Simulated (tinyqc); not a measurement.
Capacitances against the distance to each plane.

Endless row of lines of width wl, height tl and space sl between grounded planes at distance hd; e2 fills the gaps beside the lines, e1 the rest. Laplace's equation is solved on meshes of 3, 6 and 12 steps per unit u and extrapolated (Aitken), which is good to about 0.2 %. C_even (all lines at 1 V) is the capacitance Cg to the planes; C_odd (neighbours in antiphase) = Cg + 4 Cc if only nearest neighbours couple, which defines Cc; total with quiet neighbours Cg + 2 Cc. Plate values 2 eps0 e1 wl/hd and eps0 e2 tl/sl.

Inputs (values chosen for the exercise): relative permittivity above and below the lines e1 = 3.9; relative permittivity between the lines e2 = 3.9; line width, in units u wl = 6 u; line height tl = 6 u; space between lines sl = 6 u.

Constants: eps0 = 8.8541878128e-12 F/m. Results are converted to the units shown.

The same in every row: plate Cc (aF/um) = 34.5.

Results:
columns A: hd (u); B: Cg (aF/um); C: Cc (aF/um); D: Cg + 2 Cc (aF/um); E: C_odd (aF/um); F: plate Cg (aF/um); G: share of coupling, 2 Cc/(Cg + 2 Cc) (%)
```
A      B     C    D    E     F     G
2    334  23.2  380  427   207  12.2
4    183  34.4  252  321   104  27.3
5    150  38.6  227  304  82.9  33.9
6    127  42.0  211  295  69.1  39.8
8   97.2  47.5  192  287  51.8  49.4
10  78.7  51.4  182  284  41.4  56.6
```

Estimate the missing row, hd = 3 u.

Computed row:
columns A: hd (u); B: Cg (aF/um); C: Cc (aF/um); D: Cg + 2 Cc (aF/um); E: C_odd (aF/um); F: plate Cg (aF/um); G: share of coupling, 2 Cc/(Cg + 2 Cc) (%)
```
A    B     C    D    E    F     G
3  236  29.3  295  353  138  19.9
```

With this row back in the table: As hd goes from 2 to 10, Cg falls from 334 to 78.7 aF/um, Cc rises from 23.2 to 51.4 aF/um and the share of coupling rises from 12.2 to 56.6 %. Cg is 1.61 times its plate value in the first row and 1.90 times in the last; for Cc the ratios are 0.672 and 1.49. Neighbours in antiphase raise the load by a factor of 1.12 and 1.57 over quiet ones. For hd = 10 the planes are farther than 0.8 of the pitch, so second neighbours couple too and Cg + 2 Cc understates the quiet load by a per cent or more.

Program tinyqc, `OMP_NUM_THREADS=1 python tinyqc.py 2790207 2790208 out.jsonl`; Intel Xeon 2.30GHz, shared host, one thread, about 0.9 s.
